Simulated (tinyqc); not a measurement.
Angle of incidence: thin-film optics by transfer matrices.

Indices N = n + i k. Snell: N0 sin(theta) = N_j sin(theta_j), with Im(N_j cos theta_j) >= 0. Admittance y_j = N_j cos theta_j for s and N_j/cos theta_j for p. Phase delta_j = 2 pi N_j cos theta_j d_j/lambda. Layer matrix [[cos delta, -i sin delta/y], [-i y sin delta, cos delta]], multiplied from the top down to M. (B, C) = M (1, y_sub); r = (y0 B - C)/(y0 B + C), R = |r|^2, T = 4 Re y0 Re y_sub/|y0 B + C|^2, absorbed in the films 1 - R - T.

Ellipsometry: rho = tan(Psi) exp(i Delta) = -conj(r_p/r_s) with the r of the admittance formula, Delta in 0 to 360 degrees, so that a bare dielectric at small angles gives Delta = 180.

Parameters, chosen for this exercise (indices near those of polySi, SiO2 on Al; shifted at random, so the results belong to these values and not to a real crystal):
```
symbol  value                  unit  meaning
lam     633                    nm    vacuum wavelength
n0      1                            ambient index
n       (3.909, 1.453, 1.396)        n of polySi, SiO2, substrate
k       (0.039, 0, 7.908)            k in the same order
d       (16.8, 41)             nm    thicknesses, top first
```

Both polarisations.

Stack:
```
theta (degrees)     R_s     R_p    Psi   Delta
0                0.7851  0.7851  45.00  180.00
15               0.7833  0.7728  44.81  184.89
30               0.7783  0.7386  44.25  200.76
45               0.7742  0.7020  43.60  229.77
55               0.7776  0.7016  43.53  255.84
60               0.7840  0.7149  43.68  270.12
65               0.7959  0.7388  43.93  284.82
70               0.8152  0.7730  44.24  299.70
75               0.8444  0.8172  44.53  314.68
80               0.8852  0.8705  44.76  329.72
85               0.9379  0.9319  44.91  344.83
```

What does the comparison show, and why?

R_s and R_p agree at normal incidence (0.7851). R_p is lowest at 55 degrees of those listed (0.7016), where R_s = 0.7776: the two are within a factor 2 of each other, so the minimum selects polarisation poorly. R_s does not rise steadily, because the phase thickness of the films changes with the angle.

Computed by tinyqc, a small Python program: `OMP_NUM_THREADS=1 python tinyqc.py 1650085 1650086 out.jsonl` (the numbers bound the seed that draws the inputs); one thread of a shared host (Intel(R) Xeon(R) Processor @ 2.30GHz), about 0.01 s for the whole set of steps.
